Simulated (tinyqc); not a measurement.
Read current of a NAND string, cells in series solved by shooting: one step of the calculation.

Cells in series, numbered from 0 at the source line (0 V) to the bit line, each followed by a gap resistance Rg. A cell with gate Vg, threshold VT, source Vs and drain Vd passes I = 2 nf K Vt^2 [F(Vs) - F(Vd)]/(1 + th max(Vg - VT, 0)), F(V) = ln^2(1 + exp((Vg - VT - nf V)/(2 nf Vt))). The selected cell has Vg = Vr, the others Vg = Vp.

Task. Node voltages for a trial current. For a trial current I start at 0 V and, cell by cell (the selected one is cell 0), solve for the drain: sqrt(F(Vd)) = sqrt(F(Vs) - I/k), k = 2 nf K Vt^2/(1 + th max(Vg - VT, 0)), Vd = [Vg - VT - 2 nf Vt ln(exp(sqrt F) - 1)]/nf, then add I Rg.

Parameters, values chosen for the exercise; values of the order met in vertical NAND strings: temperature T = 300 K; gain factor of a cell K = 7.8 uA/V^2; slope factor nf = 1.5; mobility reduction factor th = 0.09 1/V; resistance of the gap between cells Rg = 1.1 kohm; bit-line voltage Vbl = 0.3 V; pass voltage Vp = 5.8 V; read voltage on the selected word line Vr = 1.48 V.

Constants: q = 1.602176634e-19 C, kB = 1.380649e-23 J/K, Vt = kB T/q. Results are converted to the units shown.

first trial current = 0.4 uA
thresholds from the source end, cell 0 to 5 (V): 0.7  -1.5  -1.5  -1.5  -1.5  3.8

Give: node voltage after each cell and gap, trial 1.

Result.

node voltage after each cell and gap, trial 1, cell 0 to 5 (V): 0.076348  0.088628  0.10094  0.11328  0.12565  0.15997

Numbers from tinyqc (`OMP_NUM_THREADS=1 python tinyqc.py 2142165 2142166 out.jsonl`; about 0.5 s on one thread of a shared Intel Xeon 2.30GHz).
